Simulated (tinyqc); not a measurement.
Thermal boundary conductance by the acoustic and diffuse mismatch models: one step, computed by the program tinyqc. Command: `OMP_NUM_THREADS=1 python tinyqc.py 3031382 3031383 out.jsonl kapitza walk`. One thread of a shared host (Intel(R) Xeon(R) Processor @ 2.30GHz), about 0.01 s of CPU time with the checks.

Each side has one longitudinal and two transverse Debye branches, omega = v q up to q_D = (6 pi^2 n)^(1/3), with n counting all atoms. Scattering at the interface is elastic. Electrons are left out of G, also for metals. Melting is ignored. G refers to the temperatures of the phonons sent towards the interface. Linear branches over all atoms overstate G at high T, most for crystals with several atoms a cell.

Question. Acoustic mismatch: transmission of each branch. No mode conversion. t(theta) = 4 Z_1 Z_2 cos(theta_1) cos(theta_2)/N^2, with N = Z_2 cos(theta_1) + Z_1 cos(theta_2) for L (the form for pressure waves) and N = Z_1 cos(theta_1) + Z_2 cos(theta_2) for both T branches (the form for shear waves polarised along the interface); sin(theta_2) = (v_2/v_1) sin(theta_1), and t = 0 beyond the critical angle arcsin(v_1/v_2); the mean over the incoming flux is alpha = 2 int t sin(theta_1) cos(theta_1) d theta_1 (64 Gauss-Legendre points).

Structure: film on a substrate.

Branches:

| branch | v (m/s) | cut-off (K) | Z (1e6 kg/(m^2 s)) |
|---|---|---|---|
| L, side 1 | 5440 | 572.642 | 28.3424 |
| T, side 1 | 3170 | 333.690 | 16.5157 |
| L, side 2 | 11200 | 1640.125 | 44.1280 |
| T, side 2 | 6510 | 953.323 | 25.6494 |

Give: Transmission.

Answer.

Transmission:

| branch | t at normal incidence | largest angle from side 1 (deg) | alpha, 1 to 2 | alpha, 2 to 1 |
|---|---|---|---|---|
| L | 0.9526 | 29.06 | 0.1935 | 0.8203 |
| T | 0.9531 | 29.14 | 0.2269 | 0.9570 |

For L waves from side 1 the critical cone of 29 degrees bounds the transmission; the mean is 0.19 against 0.95 at normal incidence. For T waves from side 1 the critical cone of 29 degrees bounds the transmission; the mean is 0.23 against 0.95 at normal incidence.
